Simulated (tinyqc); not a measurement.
How far the derived k.p bands hold: k.p values derived from sp3s* tight binding at Gamma.

sp3s* tight binding, nearest neighbours only: anion (a) at 0, cation (c) at a/4 (1,1,1), orbitals s, px, py, pz, s* on each; k in units of 2 pi/a. With phases e_j = exp(i (pi/2) k.n_j) for n = (1,1,1), (1,-1,-1), (-1,1,-1), (-1,-1,1): g0 = (e1+e2+e3+e4)/4, g1 = (e1+e2-e3-e4)/4, g2 = (e1-e2+e3-e4)/4, g3 = (e1-e2-e3+e4)/4. The diagonal holds the levels Esa, Epa, Exa (s*) and Esc, Epc, Exc. Anion-cation block: <sa|sc> = Vss g0; <sa|xc> = Vsapc g1; <xa|sc> = -Vscpa g1; <xa|xc> = Vxx g0; <xa|yc> = <ya|xc> = Vxy g3, <xa|zc> = <za|xc> = Vxy g2, <ya|zc> = <za|yc> = Vxy g1; <s*a|xc> = Vxapc g1; <xa|s*c> = -Vpaxc g1; y and z take g2 and g3 in place of g1; s-s* and s*-s* vanish.

Constants: hbar^2/2m0 = 3.80998211 eV angstrom^2.

Parameters, chosen for this exercise (near a published set for InP, fitted to gaps, whose masses and valley positions are rough; not measured data): a = 5.874 angstrom (lattice constant); Esa = -8.538 eV (s level of the anion); Epa = 0.874 eV (p level of the anion); Esc = -1.493 eV (s level of the cation); Epc = 3.989 eV (p level of the cation); Exa = 8.38 eV (s* level of the anion); Exc = 7.119 eV (s* level of the cation); Vss = -5.391 eV (s-s); Vxx = 1.889 eV (px-px); Vxy = 4.234 eV (px-py); Vsapc = 2.225 eV (s anion, p cation); Vscpa = 5.662 eV (s cation, p anion); Vxapc = 3.495 eV (s* anion, p cation); Vpaxc = 4.473 eV (p anion, s* cation).

Couplings:

| pair | P (eV angstrom) | E(first) - E(second) (eV) |
|---|---|---|
| S+ to P- | -7.27735 | 1.44108 |
| S+ to P+ | -1.71249 | -3.45550 |
| S- to P- | 2.35348 | -11.43850 |
| s*a to P- | -2.18908 | 8.39679 |
| s*c to P- | 5.94115 | 7.13579 |

mass = 0.12276 m0

L, M, N (eV angstrom^2): -40.2116  -6.3236  -42.6334

Along [100]: level 5 and level 2 of the full matrix against parabolas c k^2/m and L k^2, and against the two-level form that keeps S+ and the x state of P- exactly, [[EG + (c/m - P^2/EG) k^2, P k], [P k, (L + P^2/EG) k^2]]. Energies from Ev.

Levels (eV):

| k (1/angstrom) | c: full | c: parabola | c: two-level | v: full | v: parabola | v: two-level |
|---|---|---|---|---|---|---|
| 0.02 | 1.4533 | 1.4535 | 1.4534 | -0.0159 | -0.0161 | -0.0159 |
| 0.04 | 1.4885 | 1.4907 | 1.4886 | -0.0621 | -0.0643 | -0.0622 |
| 0.06 | 1.5425 | 1.5528 | 1.5431 | -0.1344 | -0.1448 | -0.1350 |
| 0.09 | 1.6478 | 1.6925 | 1.6504 | -0.2809 | -0.3257 | -0.2836 |
| 0.12 | 1.7693 | 1.8880 | 1.7764 | -0.4600 | -0.5790 | -0.4674 |
| 0.16 | 1.9394 | 2.2356 | 1.9574 | -0.7319 | -1.0294 | -0.7512 |
| 0.20 | 2.1054 | 2.6825 | 2.1416 | -1.0280 | -1.6085 | -1.0676 |
| 0.30 | 2.4589 | 4.2343 | 2.5769 | -1.8231 | -3.6190 | -1.9617 |

What does the comparison show?

The conduction parabola stays within 10 meV up to k = 0.04 and the two-level form up to 0.12; for the light valence band, 0.04 and 0.12 (1/angstrom, among these rows; a dash would mean not even the first). At 0.2 the errors are +577 and +36 meV for the conduction band. Keeping the strongest coupling exactly removes most of that error; the rest comes from higher bands and from the lattice.

Program tinyqc; command `OMP_NUM_THREADS=1 python tinyqc.py 1481308 1481309 out.jsonl`; about 0.01 s on one thread of a shared Intel(R) Xeon(R) Processor @ 2.30GHz.
